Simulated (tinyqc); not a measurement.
# Worked calculation: thermionic emission over a Gaussian spread of barriers

tinyqc, about 0.01 s, one thread, Intel Xeon 2.30GHz (shared host): `OMP_NUM_THREADS=1 python tinyqc.py 2640070 2640071 out.jsonl` Printed values are rounded.

Metal on an n-type semiconductor with one parabolic valley; V > 0 is forward bias (metal positive). Patches of barrier height b are spread as a Gaussian with mean phi - r2 V and variance sg^2 + r3 V; each carries A* T^2 exp(-b/Vt) [exp(V/Vt) - 1].

Parameters, values chosen for the exercise; band and dielectric values those of a made-up semiconductor:
- T = 300 K (temperature)
- me = 0.0888 m0 (electron mass)
- phi = 0.98 eV (barrier height seen from the metal)
- sg = 0.053 eV (standard deviation of the barrier heights)
- r2 = -0.048 (shift of the mean barrier per volt, with its sign reversed (rho2))
- r3 = -0.002 V (change of sg^2 per volt (rho3))
- V = 0.14 V (bias)
- nb = 11 (barrier heights sampled)

Constants: q = 1.602176634e-19 C, kB = 1.380649e-23 J/K, h = 6.62607015e-34 J s, m0 = 9.1093837015e-31 kg, Vt = kB T/q. Results are converted to the units shown.

## Apparent barrier, ideality and current

A* = 4 pi q me m0 kB^2/h^3 (times 1e-4 for A/(cm^2 K^2)). The mean of exp(-b/Vt) gives the apparent barrier phi_ap(V) = phi - r2 V - (sg^2 + r3 V)/(2 Vt), J = A* T^2 exp(-phi_ap/Vt) [exp(V/Vt) - 1], and 1/n = 1 + r2 + r3/(2 Vt).

A* = 10.6714 A/(cm^2 K^2)
phi_ap(0) = 0.925672 eV
phi_ap(V) = 0.937807 eV
n = 1.09491
J = 3.78408e-8 A/cm^2

## The same mean by Simpson's rule

With mean mu and deviation s at this bias, take nb equally spaced b from mu - s^2/Vt - 3.5 s to mu + s, the Gaussian density g(b) and y = g exp(-(b - mu)/Vt); the integral I of y gives phi_ap = mu - Vt ln I.

| point | b (eV) | g (1/eV) | y (1/eV) |
|---|---|---|---|
| 0 | 0.71288 | 2.88939e-6 | 0.115103 |
| 1 | 0.74529 | 7.84894e-5 | 0.892441 |
| 2 | 0.77771 | 0.00140735 | 4.56733 |
| 3 | 0.81012 | 0.0166565 | 15.4288 |
| 4 | 0.84253 | 0.130122 | 34.4024 |
| 5 | 0.87495 | 0.670972 | 50.6330 |
| 6 | 0.90736 | 2.28374 | 49.1887 |
| 7 | 0.93977 | 5.13069 | 31.5417 |
| 8 | 0.97218 | 7.60838 | 13.3503 |
| 9 | 1.00460 | 7.44726 | 3.72980 |
| 10 | 1.03701 | 4.81159 | 0.687809 |

I = 6.62001
phi_ap = 0.937857 eV

This differs from the closed form by 0.050 meV. The integrand peaks at b = 0.875 eV among these points, below the mean of 0.987 eV: low barriers carry the current.
